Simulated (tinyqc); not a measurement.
Raman shift of the zone-centre optical phonon of a diamond-structure crystal under stress: one step, computed by the program tinyqc.

Axes x, y, z are the cube axes. Strain shifts the threefold optical mode and can split it; p, q and r are the phonon deformation potentials.

Task: The line seen from a (001) surface. Backscattering from a (001) surface: incident polarisation (cos phi, sin phi, 0). With Raman tensors (R_z)_xy = (R_z)_yx = 1 and cyclic, only the z component u_z of a mode counts: I = u_z^2 sin^2(2 phi) for parallel and u_z^2 cos^2(2 phi) for crossed polarisers. An unresolved line sits at the intensity-weighted shift, which is M_zz/(2 omega_0).

Inputs (values chosen for the exercise, modelled on silicon): stress sigma (tension positive) = -0.1 GPa; polarisation angle phi = 10 degree.

Stress state: biaxial. Axis: [110].

M/(2 omega_0) (1/cm):
```
            x           y          z
x   0.4039652  -0.1121496  0.0000000
y  -0.1121496   0.4039652  0.0000000
z   0.0000000   0.0000000  0.3472991
```

Give: total intensity, parallel; total intensity, crossed; shift of the observed line; shift per stress; stress per shift.

Result:

total intensity, parallel = 0.1170

total intensity, crossed = 0.8830

shift of the observed line = 0.3473 1/cm

shift per stress = -3.473 1/(cm GPa)

stress per shift = -287.9 MPa cm

The z-polarised mode is an eigenmode here, so one line is seen. Caution: this stress has components normal to the (001) face, so it cannot reach a free (001) surface; it can act on buried material.
